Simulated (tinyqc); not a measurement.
A log to judge: BCS gap equation with a constant attraction inside the Debye window. Computed by tinyqc. Command: `OMP_NUM_THREADS=1 python tinyqc.py 3025787 3025788 out.jsonl bcs walk`. One thread of a shared host (Intel(R) Xeon(R) Processor @ 2.30GHz), about 0.01 s of CPU time with the checks.

Pairs attract with strength V for |xi| < k_B Theta; N(0) is the density of states for one spin. Energies are given as temperatures (E/k_B, in K) unless marked.

Inputs (values chosen for the exercise, for a model metal): coupling N(0)V = 0.373; Debye temperature Theta = 146 K; temperature T = 5.75 K.

Solver: fixed point.

Method. Gap equation: 1/(N(0)V) = I(Delta, T) = int_0^Theta tanh(E/2T)/E d xi, E = sqrt(xi^2 + Delta^2); 64 Gauss-Legendre points in y with xi = max(Delta, T) sinh(y). Residual r = N(0)V I - 1, with Delta_0 = Theta/sinh(1/(N(0)V)). Fixed point: Delta(new) = Delta (1 + r), from Delta_0. Stop when |r| < 1e-9 or after 40 steps.

Iterations:

| step | Delta (K) | residual r |
|---|---|---|
| 1 | 19.8062 | -9.86535e-03 |
| 2 | 19.6108 | -6.78827e-03 |
| 3 | 19.4776 | -4.68360e-03 |
| 4 | 19.3864 | -3.23751e-03 |
| 5 | 19.3237 | -2.24080e-03 |
| 6 | 19.2804 | -1.55232e-03 |
| 7 | 19.2504 | -1.07604e-03 |
| 8 | 19.2297 | -7.46211e-04 |
| 9 | 19.2154 | -5.17635e-04 |
| ... | ... | ... |
| 32 | 19.1829 | -1.16628e-07 |
| 33 | 19.1829 | -8.09572e-08 |
| 34 | 19.1829 | -5.61965e-08 |
| 35 | 19.1829 | -3.90089e-08 |
| 36 | 19.1829 | -2.70780e-08 |
| 37 | 19.1829 | -1.87963e-08 |
| 38 | 19.1829 | -1.30474e-08 |
| 39 | 19.1829 | -9.05689e-09 |
| 40 | 19.1829 | -6.28685e-09 |

Can the last value be used, and what does the course show?

No. Not converged: the residual falls at every step, but slowly, by a factor of about 0.694 a step. The update changes Delta only by the factor 1 + r, and r varies only weakly with Delta. Reruns converge with solver = secant; or with solver = bisection.
